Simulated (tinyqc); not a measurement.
From results back to parameters: buckled dimers of a reconstructed (001) surface, two dangling bonds a dimer. Two cases, with inputs chosen for the exercise.

Problem. With tp the pi coupling of the two dangling bonds, gm their shift per height and kf the force constant (elastic energy kf z^2), an isolated buckled dimer has gap 2 gm^2/kf, buckling z with (gm z)^2 + tp^2 = (gm^2/kf)^2, and charge gm z/(gm^2/kf) moved to the up atom. The values come from hidden parameters.

Case 1.

gap = 1.008212 eV
z = 0.205653 angstrom
charge moved = 0.844471 e

Case 2.

gap = 1.298205 eV
z = 0.233874 angstrom
charge moved = 0.861124 e

Find: tp; gm; kf.

Solution. With x half the gap and c the charge: tp = x sqrt(1 - c^2), gm = x c/z, kf = gm^2/x.

Case 1.

tp = 0.27 eV
gm = 2.07 eV/angstrom
kf = 8.5 eV/angstrom^2

Case 2.

tp = 0.33 eV
gm = 2.39 eV/angstrom
kf = 8.8 eV/angstrom^2

Computed by tinyqc, one run a case: `OMP_NUM_THREADS=1 python tinyqc.py N N+1 out.jsonl` with N = 1482066, 1482081; one thread of a shared Intel(R) Xeon(R) Processor @ 2.30GHz, about 0.05 s a run at most.
